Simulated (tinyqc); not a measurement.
# Resistive crossbar, vector-matrix product with wire resistance, step by step

Program tinyqc, `OMP_NUM_THREADS=1 python tinyqc.py 2880058 2880059 out.jsonl`; Intel Xeon 2.30GHz, shared host, one thread, about 0.02 s. Printed values are rounded.

2 rows and 3 columns. Cell (i, j) joins row node wij to column node bij. Each row is driven at its left end through one wire segment rw; neighbouring nodes along a row or a column are joined by rw; each column ends below the last row in one more rw and a virtual ground, where its current is read. Ideal output: I_j = sum_i V_i G_ij.

Values chosen for this exercise:
- rw = 50 ohm (wire resistance between neighbouring cells)
- V = [0.36, 0.35] V (input voltages of the rows)

## The nodal equations

cell conductances G (uS):
```
,column 1,column 2,column 3
row 1,32,4.3,6.9
row 2,35,44,22
```

Kirchhoff current law at every node, A x = b: A holds the sum of the conductances at a node on the diagonal and minus the conductance between two nodes off it (wire conductance 1/rw); b = V_i/rw at the first node of row i.

A (uS):
```
         w11      w12      w13      w21      w22      w23      b11      b12
w11  40032.0   -20000        0        0        0        0      -32        0
w12   -20000  40004.3   -20000        0        0        0        0     -4.3
w13        0   -20000  20006.9        0        0        0        0        0
w21        0        0        0  40035.0   -20000        0        0        0
w22        0        0        0   -20000  40044.0   -20000        0        0
w23        0        0        0        0   -20000  20022.0        0        0
b11      -32        0        0        0        0        0  20032.0        0
b12        0     -4.3        0        0        0        0        0  20004.3
b13        0        0     -6.9        0        0        0        0        0
b21        0        0        0      -35        0        0   -20000        0
b22        0        0        0        0      -44        0        0   -20000
b23        0        0        0        0        0      -22        0        0

         b13      b21      b22      b23
w11        0        0        0        0
w12        0        0        0        0
w13     -6.9        0        0        0
w21        0      -35        0        0
w22        0        0      -44        0
w23        0        0        0      -22
b11        0   -20000        0        0
b12        0        0   -20000        0
b13  20006.9        0        0   -20000
b21        0  40035.0        0        0
b22        0        0  40044.0        0
b23   -20000        0        0  40022.0
```

b (uA): w11 7200, w12 0, w13 0, w21 7000, w22 0, w23 0, b11 0, b12 0, b13 0, b21 0, b22 0, b23 0

## Node voltages and column currents

Solve A x = b; I_j = b2j/rw.

row nodes (mV): w11 359.227, w12 359.027, w13 358.903, w21 348.250, w22 347.107, w23 346.727
column nodes (mV): b11 1.75130, b12 0.915779, b13 0.628054, b21 1.17934, b22 0.838785, b23 0.504449
column currents (uA): column 1 23.5867, column 2 16.7757, column 3 10.0890

## Error against the ideal product

Ideal I_j = sum_i V_i G_ij; error = I/ideal - 1.

ideal currents (uA): column 1 23.77, column 2 16.9480, column 3 10.1840
error (%): column 1 -0.7711, column 2 -1.017, column 3 -0.9330

The largest error is in column 2. All currents fall short, since the wires take part of the voltage.
